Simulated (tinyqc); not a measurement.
Pillar capacitor in an array: capacitance, non-linearity, leakage and relaxation: two steps of the calculation.

A film between two metal electrodes, each interface adding a series capacitance ci. The small-signal permittivity is ek (1 + aq E^2); the field is found with the linear permittivity. Leakage J = J0 sinh(E/Ef). After a voltage step the film passes a relaxation current kr C V tt^(-nr), tt being the time in seconds. The sidewall is a coaxial capacitor with radii a = dm/2 and b = dm/2 + t, depth AR dm; the end face is left out.

Values chosen for this exercise; permittivity of the order of that of zirconium oxide:
- ek = 36.1 (relative permittivity of the film)
- t = 11 nm (film thickness)
- ci = 190 uF/cm^2 (capacitance of each electrode interface (dead layer and screening))
- aq = 0.008 cm^2/MV^2 (quadratic field coefficient of the permittivity)
- V = 2.4 V (bias)
- J0 = 1e-10 A/cm^2 (leakage prefactor)
- Ef = 0.33 MV/cm (field for an e-fold rise of the leakage)
- dm = 45 nm (diameter of the pillar)
- AR = 10 (aspect ratio, depth over diameter)
- pt = 87 nm (pitch of the square array)
- rho = 360 uohm cm (resistivity of the inner electrode)

Constants: eps0 = 8.8541878128e-14 F/cm where lengths are in cm. Results are converted to the units shown.

Problem 1. Planar capacitance, field and non-linearity. Planar film: Cf = eps0 ek/t, 1/C = 1/Cf + 2/ci, EOT = 3.9 eps0/C, effective permittivity C t/eps0, E = (V/t) C/Cf; quadratic coefficient [C(V)/C - 1]/V^2 with Cf (1 + aq E^2) in C(V).

Find: Cf; C; EOT; effective permittivity; E; quadratic coefficient; J.

Solution 1.

Cf = 2.906 uF/cm^2
C = 2.820 uF/cm^2
EOT = 1.225 nm
effective permittivity = 35.03
E = 2.117 MV/cm
quadratic coefficient = 6034 ppm/V^2
J = 3.056e-8 A/cm^2

The interfaces take 2.97 % of the voltage.

Problem 2. Cell capacitance, fields and time constant. Per length 1/c = ln(b/a)/(2 pi eps0 ek) + (1/a + 1/b)/(2 pi ci); cell capacitance c AR dm; per footprint over pt^2; fields c V/(2 pi eps0 ek r) at r = a and b; resistance of the inner electrode rho AR dm/(pi a^2); time constant R C/3 of the distributed line.

Find: a; b; cell capacitance; capacitance per footprint; field at a; field at b; R; R C/3.

Solution 2.

a = 22.50 nm
b = 33.50 nm
cell capacitance = 2.201 fF
capacitance per footprint = 29.08 uF/cm^2
field at a = 2.598 MV/cm
field at b = 1.745 MV/cm
R = 1.019 kohm
R C/3 = 0.7475 ps

The array gives 10.3 times the planar capacitance per footprint; curvature makes the field at the inner electrode 1.23 times the planar value.

Program tinyqc, `OMP_NUM_THREADS=1 python tinyqc.py 2102102 2102103 out.jsonl`; Intel Xeon 2.30GHz, shared host, one thread, about 0.01 s.
